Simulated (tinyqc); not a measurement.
CCSD on RHF in the sto-3g basis, for H2, spin multiplicity 1, step by step. One step of it, computed by the program tinyqc.

Task: Iteration 1: building the Fock matrix. J_ij = sum D_kl (ij|kl), K_ij = sum D_kl (ik|jl); F = H + J - 0.5 K; E = tr D H + tr D J / 2 - 0.25 tr D K + E_nn.

D at the start, order 1H 1s, 2H 1s:
$$\begin{pmatrix}
0.943568 & 0.096275 \\
0.096275 & 0.943568
\end{pmatrix}$$

core Hamiltonian H = T + V (hartree), order 1H 1s, 2H 1s:
$$\begin{pmatrix}
-1.052468 & -0.830709 \\
-0.830709 & -1.052468
\end{pmatrix}$$

Two-electron integrals (ij|kl) in chemists' order, unique and non-zero (hartree):
```
(11|11) 0.774606   (21|11) 0.381802   (21|21) 0.228277   (22|11) 0.528055
(22|21) 0.381802   (22|22) 0.774606
```

nuclear repulsion = 0.61964545 hartree

Give: Coulomb J; exchange K; Fock matrix F; total energy of this density.

Result:

Coulomb J (hartree), order 1H 1s, 2H 1s:
$$\begin{pmatrix}
1.3027 & 0.7645 \\
0.7645 & 1.3027
\end{pmatrix}$$

exchange K (hartree), order 1H 1s, 2H 1s:
$$\begin{pmatrix}
1.0198 & 0.7933 \\
0.7933 & 1.0198
\end{pmatrix}$$

Fock matrix F (hartree), order 1H 1s, 2H 1s:
$$\begin{pmatrix}
-0.2597 & -0.4629 \\
-0.4629 & -0.2597
\end{pmatrix}$$

total energy of this density = -0.743022 hartree

This density is the starting one; it is not idempotent, so its energy is not variational and may lie below the converged one.
